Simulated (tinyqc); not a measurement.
A barrier in a uniform field, exact transmission by Airy functions: one step of the calculation.

The left lead has its band edge at 0, the barrier edge falls as U(x) = U0 - F x with F = V/d for 0 < x < d, and the right lead has its edge at -V. No transverse momentum; C = hbar^2/(2 m0); psi and psi'/m are continuous. M carries (psi, psi'/m) across the barrier.

Task. Transmission, exact and WKB. With M acting on (psi, psi'/m) and v = k/m in each lead, T(E) = 4 vL vR/[(vL vR M12 - M21)^2 + (vR M11 + vL M22)^2]. WKB: exp(-S), S = (4/(3 F)) sqrt(m1/C) [max(U0 - E, 0)^1.5 - max(U0 - F d - E, 0)^1.5].

Parameters, values chosen for the exercise; masses and offsets close to those of silicon wells and oxide barriers:
- U0 = 3.1 eV (barrier edge at x = 0)
- m1 = 0.5 m0 (mass in the barrier)
- E = 2.13 eV (electron energy)
- d = 0.9 nm (barrier width)
- V = 0.71 V (voltage across the barrier)

Constants: q = 1.602176634e-19 C, hbar = 1.054571817e-34 J s, m0 = 9.1093837015e-31 kg, hbar^2/(2 m0) = 0.0380998212 eV nm^2. Results are converted to the units shown.

M (M12 in nm, M21 in 1/nm):
```
,1,2
1,7.5716145,1.1243115
2,34.651698,5.2775142
```

vL = 14.954033 1/nm
vR = 17.267430 1/nm

Wanted: T(E); S; exp(-S); ratio T(E)/exp(-S).

Result.

T(E) = 0.009448
S = 5.038
exp(-S) = 0.006489
ratio T(E)/exp(-S) = 1.456

Range of the model: Masses are held fixed, although real bands cease to be parabolic a few tenths of an eV from their edges.

Program tinyqc, `OMP_NUM_THREADS=1 python tinyqc.py 2580041 2580042 out.jsonl`; Intel Xeon 2.30GHz, shared host, one thread, about 0.01 s.
